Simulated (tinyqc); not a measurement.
Front-illuminated p-i-n photodiode, quantum efficiency and bandwidth: two steps of the calculation.

Light enters through a p layer (0 to xp), a depleted layer (xp to xp + wi) and a thick n substrate, decaying as exp(-al x); one pass, no back reflection. Carriers made in the depleted layer are all collected; those in the neutral layers diffuse.

Values chosen for this exercise; values close to those of silicon at this wavelength:

| symbol | value | unit | meaning |
|---|---|---|---|
| lam | 1000 | nm | wavelength |
| al | 66.5 | 1/cm | absorption coefficient |
| Rf | 0.3 |  | reflectance of the front face |
| eps_r | 11.7 |  | relative permittivity |
| xp | 0.099 | um | thickness of the front p layer |
| wi | 60 | um | thickness of the depleted layer |
| Dn | 4.4 | cm^2/s | electron diffusion coefficient in the p layer |
| Ln | 1.9 | um | electron diffusion length in the p layer |
| S | 6e6 | cm/s | recombination velocity of the front surface |
| Lp | 2.3 | um | hole diffusion length in the thick n substrate |
| ve | 9.64e6 | cm/s | electron drift velocity |
| vh | 6.85e6 | cm/s | hole drift velocity |
| dia | 110 | um | diameter |
| RL | 50 | ohm | load resistance |
| Cp | 8 | fF | parasitic capacitance |
| f | 0.42 | GHz | modulation frequency |

Constants: q = 1.602176634e-19 C, h = 6.62607015e-34 J s, c = 299792458 m/s, eps0 = 8.8541878128e-14 F/cm where lengths are in cm. Results are converted to the units shown.

Question 1. Quantum efficiency. k = al Ln, s = S Ln/Dn, e = exp(-al xp); front layer f1 = (k/(k^2 - 1)) {[s + k - e (s cosh(xp/Ln) + sinh(xp/Ln))]/[s sinh(xp/Ln) + cosh(xp/Ln)] - k e}; depleted layer f2 = e (1 - exp(-al wi)); substrate f3 = e exp(-al wi) al Lp/(1 + al Lp); external efficiency (1 - Rf)(f1 + f2 + f3); responsivity = efficiency q lam/(h c).

Wanted: s; f1; f2; f3; external efficiency; responsivity.

Answer 1.

s = 259.09
f1 = 3.5164e-4
f2 = 0.32879
f3 = 0.010102
external efficiency = 0.23747
responsivity = 0.19153 A/W

The front layer absorbs 0.0658 % of the light that enters and collects 53.4 % of that. Diffusion from the neutral layers makes up 3.08 % of the current.

Question 2. Response at one frequency. Drift response for pairs made in the depleted layer, a = al wi, g = 1 - exp(-a), u = 2 pi i f, te = wi/ve, th = wi/vh: electrons He = [g - a (exp(-a) - exp(-u te))/(u te - a)]/(u te g), holes Hh = [g - a (1 - exp(-a - u th))/(a + u th)]/(u th g); C = eps0 eps_r pi (dia/2)^2/wi + Cp; total |He + Hh|/sqrt(1 + (2 pi f RL C)^2), for the current of the depleted layer alone.

Wanted: te; th; He; Hh; |He + Hh|; C; total response.

Answer 2.

te = 622.41 ps
th = 875.91 ps
He = 0.41808-0.26202i
Hh = 0.30137-0.26820i
|He + Hh| = 0.89372
C = 24.408 fF
total response = 0.89372

The drift response alone falls to 1/sqrt(2) at 0.739 GHz and the RC term alone at 130 GHz; together they give 0.739 GHz for this part of the current; the diffusion currents, left out, respond on their own time scales.

Program tinyqc, `OMP_NUM_THREADS=1 python tinyqc.py 2250117 2250118 out.jsonl`; Intel Xeon 2.30GHz, shared host, one thread, about 0.01 s.
